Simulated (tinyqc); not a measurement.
Kinetic Monte Carlo and master equation for a particle on a ring of sites with traps and bias: one step, computed by the program tinyqc. Command: `OMP_NUM_THREADS=1 python tinyqc.py 3015468 3015469 out.jsonl kmc walk`. One thread of a shared host (Intel(R) Xeon(R) Processor @ 2.30GHz), about 0.1 s of CPU time with the checks.

8 sites on a ring, numbered 1 to 8. The saddle between i and i+1 lies at E0 + s b_i and site i at s eps_i; a force F tilts the landscape, with the saddle half-way.

Problem. Twelve steps of the residence-time algorithm. Start on site 1 at t = 0. Hop right if r1 is below the share right, else left; advance the clock by -ln(r2) times the mean stay.

Inputs (values chosen for the exercise, for a model defect): temperature T = 570 K.

Disorder: random barriers.

Random numbers:
```
step,r1,r2
1,0.2414,0.3244
2,0.7447,0.2453
3,0.8041,0.8444
4,0.1147,0.6979
5,0.2226,0.0424
6,0.8428,0.8142
7,0.5647,0.9873
8,0.9014,0.2128
9,0.8036,0.0311
10,0.9440,0.3041
11,0.8768,0.7424
12,0.8892,0.0060
```

Rates, shares of right hops and mean stays:
```
site,k right (1/s),k left (1/s),share right,mean stay (s)
1,8.598472e+05,2893261,0.2291027,2.664459e-07
2,8.408015e+06,334323,0.9617582,1.143859e-07
3,1.430422e+06,3269173,0.3043714,2.127843e-07
4,5.054178e+06,556171,0.9008669,1.782420e-07
5,4.852518e+06,1965147,0.7117566,1.466778e-07
6,2.021964e+06,1886738,0.5172981,2.558395e-07
7,1.009878e+07,786172,0.9277744,9.186995e-08
8,7.441203e+06,3926570,0.6545876,8.796798e-08
```

Give: Trajectory.

Solution.

Trajectory:
```
step,site,hop,wait (s),clock (s),net hops
1,1,left,3.000e-07,3.000e-07,-1
2,8,left,1.236e-07,4.236e-07,-2
3,7,right,1.554e-08,4.391e-07,-1
4,8,right,3.164e-08,4.708e-07,0
5,1,right,8.421e-07,1.313e-06,1
6,2,right,2.351e-08,1.336e-06,2
7,3,left,2.720e-09,1.339e-06,1
8,2,right,1.770e-07,1.516e-06,2
9,3,left,7.385e-07,2.255e-06,1
10,2,right,1.362e-07,2.391e-06,2
11,3,left,6.338e-08,2.454e-06,1
12,2,right,5.852e-07,3.039e-06,2
```
